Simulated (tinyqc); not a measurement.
Empirical pseudopotential in a few plane waves, step by step. One step of it, computed by the program tinyqc.

Task: Levels at k. Diagonalise the Hermitian matrix.

H(k) at k (eV):
```
                     +0+0+0               -1-1-1               -1-1+1               -1+1-1
+0+0+0             1.956306   2.357066+0.750413i  -2.357066+0.750413i  -2.357066+0.750413i
-1-1-1   2.357066-0.750413i            11.550050   0.000000-0.680285i   0.000000-0.680285i
-1-1+1  -2.357066-0.750413i   0.000000+0.680285i            13.037452            -0.095240
-1+1-1  -2.357066-0.750413i   0.000000+0.680285i            -0.095240             4.856740
-1+1+1  -2.357066+0.750413i             0.095240   0.000000+0.680285i   0.000000+0.680285i
+1-1-1  -2.357066-0.750413i   0.000000+0.680285i            -0.095240            -0.095240
+1-1+1  -2.357066+0.750413i             0.095240   0.000000+0.680285i             0.000000
+1+1-1  -2.357066+0.750413i             0.095240             0.000000   0.000000+0.680285i
+1+1+1   2.357066+0.750413i             0.000000             0.095240             0.095240
-2+0+0   0.000000-0.680285i  -2.357066+0.750413i  -2.357066-0.750413i  -2.357066-0.750413i
+0-2+0   0.000000-0.680285i  -2.357066+0.750413i  -2.357066-0.750413i   0.413689-0.221276i
+0+0-2   0.000000-0.680285i  -2.357066+0.750413i   0.413689-0.221276i  -2.357066-0.750413i
+0+0+2   0.000000+0.680285i  -0.413689-0.221276i   2.357066+0.750413i  -0.413689+0.221276i
+0+2+0   0.000000+0.680285i  -0.413689-0.221276i  -0.413689+0.221276i   2.357066+0.750413i
+2+0+0   0.000000+0.680285i  -0.413689-0.221276i  -0.413689+0.221276i  -0.413689+0.221276i

                     -1+1+1               +1-1-1               +1-1+1               +1+1-1
+0+0+0  -2.357066-0.750413i  -2.357066+0.750413i  -2.357066-0.750413i  -2.357066-0.750413i
-1-1-1             0.095240   0.000000-0.680285i             0.095240             0.095240
-1-1+1   0.000000-0.680285i            -0.095240   0.000000-0.680285i             0.000000
-1+1-1   0.000000-0.680285i            -0.095240             0.000000   0.000000-0.680285i
-1+1+1             6.344142             0.000000            -0.095240            -0.095240
+1-1-1             0.000000            19.879502   0.000000-0.680285i   0.000000-0.680285i
+1-1+1            -0.095240   0.000000+0.680285i            21.366905            -0.095240
+1+1-1            -0.095240   0.000000+0.680285i            -0.095240            13.186192
+1+1+1   0.000000+0.680285i             0.095240   0.000000+0.680285i   0.000000+0.680285i
-2+0+0   2.357066-0.750413i   0.413689-0.221276i  -0.413689-0.221276i  -0.413689-0.221276i
+0-2+0  -0.413689-0.221276i  -2.357066-0.750413i   2.357066-0.750413i  -0.413689-0.221276i
+0+0-2  -0.413689-0.221276i  -2.357066-0.750413i  -0.413689-0.221276i   2.357066-0.750413i
+0+0+2  -2.357066+0.750413i  -0.413689+0.221276i  -2.357066+0.750413i   0.413689+0.221276i
+0+2+0  -2.357066+0.750413i  -0.413689+0.221276i   0.413689+0.221276i  -2.357066+0.750413i
+2+0+0   0.413689+0.221276i   2.357066+0.750413i  -2.357066+0.750413i  -2.357066+0.750413i

                     +1+1+1               -2+0+0               +0-2+0               +0+0-2
+0+0+0   2.357066-0.750413i   0.000000+0.680285i   0.000000+0.680285i   0.000000+0.680285i
-1-1-1             0.000000  -2.357066-0.750413i  -2.357066-0.750413i  -2.357066-0.750413i
-1-1+1             0.095240  -2.357066+0.750413i  -2.357066+0.750413i   0.413689+0.221276i
-1+1-1             0.095240  -2.357066+0.750413i   0.413689+0.221276i  -2.357066+0.750413i
-1+1+1   0.000000-0.680285i   2.357066+0.750413i  -0.413689+0.221276i  -0.413689+0.221276i
+1-1-1             0.095240   0.413689+0.221276i  -2.357066+0.750413i  -2.357066+0.750413i
+1-1+1   0.000000-0.680285i  -0.413689+0.221276i   2.357066+0.750413i  -0.413689+0.221276i
+1+1-1   0.000000-0.680285i  -0.413689+0.221276i  -0.413689+0.221276i   2.357066+0.750413i
+1+1+1            14.673595  -0.413689-0.221276i  -0.413689-0.221276i  -0.413689-0.221276i
-2+0+0  -0.413689+0.221276i             8.500875            -0.095240            -0.095240
+0-2+0  -0.413689+0.221276i            -0.095240            23.523638            -0.095240
+0+0-2  -0.413689+0.221276i            -0.095240            -0.095240            15.342926
+0+0+2  -2.357066-0.750413i             0.095240             0.095240             0.000000
+0+2+0  -2.357066-0.750413i             0.095240             0.000000             0.095240
+2+0+0  -2.357066-0.750413i             0.000000             0.095240             0.095240

                     +0+0+2               +0+2+0               +2+0+0
+0+0+0   0.000000-0.680285i   0.000000-0.680285i   0.000000-0.680285i
-1-1-1  -0.413689+0.221276i  -0.413689+0.221276i  -0.413689+0.221276i
-1-1+1   2.357066-0.750413i  -0.413689-0.221276i  -0.413689-0.221276i
-1+1-1  -0.413689-0.221276i   2.357066-0.750413i  -0.413689-0.221276i
-1+1+1  -2.357066-0.750413i  -2.357066-0.750413i   0.413689-0.221276i
+1-1-1  -0.413689-0.221276i  -0.413689-0.221276i   2.357066-0.750413i
+1-1+1  -2.357066-0.750413i   0.413689-0.221276i  -2.357066-0.750413i
+1+1-1   0.413689-0.221276i  -2.357066-0.750413i  -2.357066-0.750413i
+1+1+1  -2.357066+0.750413i  -2.357066+0.750413i  -2.357066+0.750413i
-2+0+0             0.095240             0.095240             0.000000
+0-2+0             0.095240             0.000000             0.095240
+0+0-2             0.000000             0.095240             0.095240
+0+0+2            18.317730            -0.095240            -0.095240
+0+2+0            -0.095240            10.137018            -0.095240
+2+0+0            -0.095240            -0.095240            25.159780
```

Give: eigenvalues.

Result:

eigenvalues (eV): -3.7597  2.8811  5.6275  6.4028  10.1737  11.9410  12.8671  13.3182  15.0288  17.4814  18.6815  20.0337  23.1830  25.6336  28.3393
